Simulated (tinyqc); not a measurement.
AlGaN/GaN HEMT with access regions, lumped model: two steps of the calculation.

A polarisation-induced electron sheet under a Schottky gate, in series with two ungated access regions and contacts. Drift law v = mu E/(1 + mu E/vs) under the gate. Currents in mA/mm, resistances in ohm mm. No self-heating, no channel-length modulation; fits for polarisation, barrier and offset are chosen for the exercise.

Values chosen for this exercise; values close to those of AlGaN/GaN structures: aluminium share of the barrier x = 0.33; barrier thickness d = 12 nm; relative permittivity of barrier and channel eps_r = 9.6; channel mobility mu = 1300 cm^2/(V s); saturation velocity vs = 1.5e7 cm/s; gate length Lg = 0.15 um; source access length Ls = 1 um; drain access length Ld = 4 um; resistance of each contact Rc = 0.23 ohm mm; share of the drain-access electrons removed by traps ft = 0; gate voltage Vg = 0.5 V; drain voltage Vd = 6 V; critical field Ec = 3 MV/cm; depth over which the depleted charge spreads te = 0.36 um; insulator under the field plate tf = 500 nm; relative permittivity of that insulator ei = 3.9.

Constants: q = 1.602176634e-19 C, eps0 = 8.8541878128e-14 F/cm where lengths are in cm. Results are converted to the units shown.

Question 1. Drain current. Access resistance R(L, n) = L/(q mu n sqrt(1 - (I/(q n vs))^2)); Rs = Rc + R(Ls, n0), Rd = Rc + R(Ld, (1 - ft) n0). Vg' = Vg - I Rs, Vd' = Vd - I (Rs + Rd); with u = Vg' - VT, Vc = vs Lg/mu and w the smaller of Vd' and Vc [sqrt(1 + 2 u/Vc) - 1] (0 if negative), the channel gives (mu Cb/Lg)(u w - w^2/2)/(1 + w/Vc). I(new) is that channel current.

I at the start = 1600 mA/mm
VT = -3.3284721 V
Cb = 0.70833503 uF/cm^2
n0 = 1.4715440e13 cm^-2

Wanted: Rs; Rd; Vg'; Vd'; channel current; I after iteration 1.

Answer 1.

Rs = 0.59585 ohm mm
Rd = 1.6934 ohm mm
Vg' = -0.45336 V
Vd' = 2.3372 V
channel current = 2162.9 mA/mm
I after iteration 1 = 2162.9 mA/mm

Question 2. On-resistance and breakdown. sigma = (5e13 x + 1.6e13 x^2) cm^-2, phiB = 0.84 + 1.3 x, dEc = 0.7 (1.71 x + x^2) in volts, Cb = eps0 eps_r/d, VT = phiB - dEc - q sigma/Cb, access density n0 = -Cb VT/q. Ron = 2 Rc + Ls/(q mu n0) + Ld/(q mu (1 - ft) n0) + Lg/(mu Cb (Vg - VT)). Off state: a depleted stretch that holds the voltage V has the peak field sqrt(k V), k = 2 q n0/(eps0 eps_r te), so one edge holds V1 = Ec^2/k. The sheet under the plate pinches off at Vf = q n0 (1/Cb + tf/(eps0 ei)); beyond it the gate edge is screened. BV = V1 if Vf >= V1, else Vf + V1, and at most Ec Ld. Specific resistance Ron (Ls + Lg + Ld); figure of merit BV^2 over it.

Give: Ron; Vf; V1; BV; specific resistance; figure of merit.

Answer 2.

Ron = 2.1339 ohm mm
Vf = 344.71 V
V1 = 58.405 V
BV = 58.405 V
specific resistance = 0.10989 mohm cm^2
figure of merit = 31.040 MW/cm^2

The plate pinches off too late to screen the gate edge, so it adds nothing.

Computed by the program tinyqc: `OMP_NUM_THREADS=1 python tinyqc.py 2570161 2570162 out.jsonl`, one thread of a shared Intel Xeon 2.30GHz, about 0.04 s for the whole run.
